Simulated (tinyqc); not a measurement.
Inside a calculation. Model: a spin-degenerate level with charging energy between two leads, rate equations.

tinyqc, about 0.01 s, one thread, Intel Xeon 2.30GHz (shared host): `OMP_NUM_THREADS=1 python tinyqc.py 2780008 2780009 out.jsonl` Printed values are rounded.

States 0, up, down and 2 with energies 0, e1 - Ez/2, e1 + Ez/2 and 2 e1 + U. mu_L = +V/2, mu_R = -V/2 (meV), f(x) = 1/(1 + exp(x/kB T)). A transition that adds one electron of given spin at the energy E has the rate G f(E - mu) from each lead, and its reverse G [1 - f(E - mu)]. I counts electrons leaving the left lead, times q.

Parameters, values chosen for the exercise: charging energy of the second electron U = 11.7 meV; level e1 = -10.46 meV; tunnel rate to the left lead GL = 0.21 1/ns; tunnel rate to the right lead GR = 3.6 1/ns; temperature T = 7.9 K; bias V = 4.2 mV; Zeeman splitting Ez = 2 meV.

Constants: q = 1.602176634e-19 C, kB = 1.380649e-23 J/K, Vt = kB T/q. Results are converted to the units shown.

Range of the model: Rate equations need hbar G well below kB T; cotunnelling and the Kondo effect are left out.

## Transition energies and Fermi factors

Transition energies: 0-up e1 - Ez/2, 0-down e1 + Ez/2, up-2 e1 + U + Ez/2, down-2 e1 + U - Ez/2.

```
transition   E (meV)       fL        fR
0-up        -11.4600  1.00000  0.999999
0-down       -9.4600  1.00000  0.999980
up-2          2.2400  0.44877  0.001700
down-2        0.2400  0.93890  0.031150
```

## Rate matrix

dp/dt = W p; W_ji is the rate from state i to j, and each column sums to zero.

W (1/ns):
```
             0        up      down         2
0     -7.61992   0.00000   0.00007   0.00000
up     3.81000  -0.10037   0.00000   3.70964
down   3.80993   0.00000  -0.30938   3.50069
2      0.00000   0.10036   0.30931  -7.21033
```

## Steady state and current

Steady state: W p = 0 with sum p = 1. I = q GL sum over transitions i-j of [fL p_i - (1 - fL) p_j].

p: 0 0.000003, up 0.750077, down 0.229629, 2 0.020291
mean number of electrons = 1.02029
I = 18.1616 pA

In units of q GL GR/(GL + GR) = 31.8 pA the current is 0.571; two independent spin channels fully inside the bias window would give 2.
